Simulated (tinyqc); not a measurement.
Biaxially strained (001) channel, valley splitting in an inversion layer: one step of the calculation.

A thin layer grown on a relaxed buffer is stretched in the plane. The two valleys with their long axis along the growth direction (D2) sink against the four in-plane ones (D4); confinement in a triangular well splits them too. Only the lowest subband of each set is kept; one relaxation time, so the weakening of intervalley scattering is left out.

Question. Fermi level by Newton steps. f = N2 ln(1 + exp((EF - E2)/Vt)) + N4 ln(1 + exp((EF - E4)/Vt)) - Ns, f' = [N2/(1 + exp((E2 - EF)/Vt)) + N4/(1 + exp((E4 - EF)/Vt))]/Vt, EF(new) = EF - f/f'.

Values chosen for this exercise: temperature T = 350 K; inversion density Ns = 1e12 cm^-2.

Constants: q = 1.602176634e-19 C, kB = 1.380649e-23 J/K, Vt = kB T/q. Results are converted to the units shown.

EF after iteration 1 = 0.051049975 eV
E2 = 0.079914196 eV
E4 = 0.24238153 eV
N2 = 4.6364539e12 cm^-2
N4 = 2.0701018e13 cm^-2

Give: f; f'; EF after iteration 2.

Answer.

f = 5.432e11 cm^-2
f' = 4.386e13 cm^-2/eV
EF after iteration 2 = 0.03866 eV

Program tinyqc, `OMP_NUM_THREADS=1 python tinyqc.py 2530130 2530131 out.jsonl`; Intel Xeon 2.30GHz, shared host, one thread, about 0.01 s.
